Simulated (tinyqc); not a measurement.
Ground and coupling capacitance from two measurements.

Inverse problem. A line has Cg to the planes and Cc to each of two neighbours. Find Cg, Cc, the load when both neighbours switch in antiphase, and the pulse on the line when it floats and both neighbours swing by Vx.

Inputs (values chosen for the exercise): swing Vx = 0.7 V.

capacitance with neighbours driven alike and with neighbours grounded (aF/um): [70, 244]

Solution. Driven alike, Cc carries no charge, which leaves Cg; grounded neighbours give Cg + 2 Cc, antiphase Cg + 4 Cc; a floating line divides the swing as 2 Cc/(Cg + 2 Cc).

Cg = 70.00 aF/um
Cc = 87.00 aF/um
load in antiphase = 418.0 aF/um
pulse = 0.4992 V

Numbers from tinyqc (`OMP_NUM_THREADS=1 python tinyqc.py 2790117 2790118 out.jsonl`; about 0.8 s on one thread of a shared Intel Xeon 2.30GHz).
